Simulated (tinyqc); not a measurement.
Length of a molecular wire: coherent transport through a tight-binding bridge. Computed by the program tinyqc. 

A uniform bridge between two chains:
```
parameter                        value
site energy (eV)              2.130000
hopping in the bridge (eV)    0.700000
lead hopping (eV)             2.700000
couplings (eV)              0.32, 0.32
E (eV)                        0.210000
```

T = Gamma_L Gamma_R |G_1n|^2 with the self-energies of semi-infinite chains.

Transmission against length:
```
sites           T     ln T
2      2.7422e-04   -8.202
3      5.0842e-05   -9.887
4      9.5092e-06  -11.563
5      1.7815e-06  -13.238
6      3.3384e-07  -14.913
7      6.2565e-08  -16.587
8      1.1725e-08  -18.262
9      2.1975e-09  -19.936
10     4.1183e-10  -21.610
```

E lies outside the band of the bridge (|E - e|/2h = 1.371 > 1), so T decays as exp(-beta n) with beta = 2 arccosh(1.371) = 1.6744 a site; the last two rows give 1.6744.
